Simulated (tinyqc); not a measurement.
Gamma, L and X subbands of a thin body with non-parabolic valleys: one step. Filling and quantum capacitance. Five cases, with inputs chosen for the exercise.

Problem. Over the ten listed subbands, named by valley (G, L, X), degeneracy and number.

n_i = g m/(2 pi c) kB T ln(1 + exp((EF - E_i)/kB T)), sum n_i = Ns (1e12/cm^2 = 1e-4/angstrom^2), c = hbar^2/2m0. Quantum capacitance Cq = 1602.176634 sum g m/(2 pi c) f_i in microfarad/cm^2 with f_i = 1/(1 + exp((E_i - EF)/kB T)); Cox = 34.5313/eot (one gate); C/Cox = Cq/(Cq + Cox), the centroid term left out.

Constants: hbar^2/2m0 = 3.80998211 eV angstrom^2; kB = 8.617333262e-05 eV/K.

Case 1.

Values chosen (near those of a thin GaSb channel; shifted at random, so the results belong to these values and not to a real crystal): face = 100 (surface); t = 54 angstrom (body thickness); Ns = 2.4 x 1e12/cm^2 (sheet density); T = 300 K (temperature); eot = 12 angstrom (equivalent oxide thickness).

Subbands:
```
subband  g    E (eV)  DOS mass
L4 n=1   4  0.145541  0.334342
G1 n=1   1  0.256915  0.061486
X1 n=1   1  0.307465  0.215380
X1 n=2   1  0.332315  0.222367
X2 n=1   2  0.357299  0.611777
L4 n=2   4  0.359303  0.419211
X1 n=3   1  0.372081  0.233548
X1 n=4   1  0.424752  0.248356
X1 n=5   1  0.488176  0.266189
X2 n=2   2  0.511394  0.727325
```

Case 2.

Values chosen (near those of a thin GaAs channel; shifted at random, so the results belong to these values and not to a real crystal): face = 110 (surface); t = 34 angstrom (body thickness); Ns = 7.3 x 1e12/cm^2 (sheet density); T = 300 K (temperature); eot = 11 angstrom (equivalent oxide thickness).

Subbands:
```
subband  g    E (eV)  DOS mass
G1 n=1   1  0.396501  0.097378
L2 n=1   2  0.444369  0.245911
X2 n=1   2  0.526416  0.446597
X1 n=1   1  0.579831  0.604735
L2' n=1  2  0.680143  0.477428
X2 n=2   2  0.743286  0.517683
L2 n=2   2  0.824181  0.311069
X1 n=2   1  0.921198  0.750536
X2 n=3   2  1.050114  0.618257
G1 n=2   1  1.164382  0.156791
```

Case 3.

Values chosen (near those of a thin InP channel; shifted at random, so the results belong to these values and not to a real crystal): face = 100 (surface); t = 64 angstrom (body thickness); Ns = 6.7 x 1e12/cm^2 (sheet density); T = 300 K (temperature); eot = 12 angstrom (equivalent oxide thickness).

Subbands:
```
subband  g    E (eV)  DOS mass
G1 n=1   1  0.108295  0.089944
G1 n=2   1  0.376346  0.115549
L4 n=1   4  0.634618  0.345147
G1 n=3   1  0.723723  0.148730
L4 n=2   4  0.805083  0.395274
X1 n=1   1  0.998812  0.273637
X2 n=1   2  1.021375  0.492908
X1 n=2   1  1.030639  0.281400
L4 n=3   4  1.049038  0.467011
X1 n=3   1  1.081819  0.293882
```

Case 4.

Values chosen (near those of a thin GaSb channel; shifted at random, so the results belong to these values and not to a real crystal): face = 111 (surface); t = 48 angstrom (body thickness); Ns = 7.2 x 1e12/cm^2 (sheet density); T = 300 K (temperature); eot = 7 angstrom (equivalent oxide thickness).

Subbands:
```
subband  g    E (eV)  DOS mass
L1 n=1   1  0.074638  0.099585
L1 n=2   1  0.111401  0.104197
L1 n=3   1  0.169298  0.111459
L3 n=1   3  0.199372  0.394662
L1 n=4   1  0.244528  0.120896
G1 n=1   1  0.306258  0.067082
L1 n=5   1  0.333381  0.132042
X3 n=1   3  0.396071  0.513548
L1 n=6   1  0.432710  0.144502
L3 n=2   3  0.523494  0.533912
```

Case 5.

Values chosen (near those of a thin InP channel; shifted at random, so the results belong to these values and not to a real crystal): face = 100 (surface); t = 42 angstrom (body thickness); Ns = 3.8 x 1e12/cm^2 (sheet density); T = 300 K (temperature); eot = 13 angstrom (equivalent oxide thickness).

Subbands:
```
subband  g    E (eV)  DOS mass
G1 n=1   1  0.237565  0.100762
L4 n=1   4  0.675435  0.407506
G1 n=2   1  0.750836  0.148427
X1 n=1   1  0.929826  0.290373
X2 n=1   2  0.978211  0.547544
L4 n=2   4  0.983129  0.555766
X1 n=2   1  0.997087  0.316834
X1 n=3   1  1.098165  0.356598
X2 n=2   2  1.163154  0.676298
X1 n=4   1  1.223165  0.405773
```

Give: EF; n_i in the order of the list; Cq; Cox; C/Cox.

Solution.

Case 1.

EF = 0.1013 eV

n_i in the order of the list (1e12/cm^2): [2.396, 0.002, 0.001, 0.000, 0.001, 0.001, 0.000, 0.000, 0.000, 0.000]

Cq = 13.71 microfarad/cm^2
Cox = 2.878 microfarad/cm^2
C/Cox = 0.826

EF lies 44 meV below the lowest edge; Gamma holds 0 % of the electrons. EF lies below the edge, so Cq is near e^2 Ns/kB T, set by Ns more than by the density of states; 17 % of the gate capacitance is lost.

Case 2.

EF = 0.4510 eV

n_i in the order of the list (1e12/cm^2): [2.338, 4.408, 0.508, 0.045, 0.001, 0.000, 0.000, 0.000, 0.000, 0.000]

Cq = 27.73 microfarad/cm^2
Cox = 3.139 microfarad/cm^2
C/Cox = 0.898

EF lies 55 meV above the lowest edge; Gamma holds 32 % of the electrons. The density of states is ample: only 10 % of the gate capacitance is lost.

Case 3.

EF = 0.2856 eV

n_i in the order of the list (1e12/cm^2): [6.663, 0.037, 0.000, 0.000, 0.000, 0.000, 0.000, 0.000, 0.000, 0.000]

Cq = 6.24 microfarad/cm^2
Cox = 2.878 microfarad/cm^2
C/Cox = 0.684

EF lies 177 meV above the lowest edge; Gamma holds 100 % of the electrons. The low density of states costs 32 % of the gate capacitance.

Case 4.

EF = 0.1489 eV

n_i in the order of the list (1e12/cm^2): [3.148, 1.869, 0.451, 1.697, 0.032, 0.002, 0.001, 0.001, 0.000, 0.000]

Cq = 24.35 microfarad/cm^2
Cox = 4.933 microfarad/cm^2
C/Cox = 0.832

EF lies 74 meV above the lowest edge; Gamma holds 0 % of the electrons. The density of states is ample: only 17 % of the gate capacitance is lost.

Case 5.

EF = 0.3270 eV

n_i in the order of the list (1e12/cm^2): [3.800, 0.000, 0.000, 0.000, 0.000, 0.000, 0.000, 0.000, 0.000, 0.000]

Cq = 6.54 microfarad/cm^2
Cox = 2.656 microfarad/cm^2
C/Cox = 0.711

EF lies 89 meV above the lowest edge; Gamma holds 100 % of the electrons. The low density of states costs 29 % of the gate capacitance.

Computed by tinyqc, one run a case: `OMP_NUM_THREADS=1 python tinyqc.py N N+1 out.jsonl` with N = 1280169, 1280267, 1280367, 1280468, 1280486; one thread of a shared Intel(R) Xeon(R) Processor @ 2.30GHz, about 0.06 s a run at most.
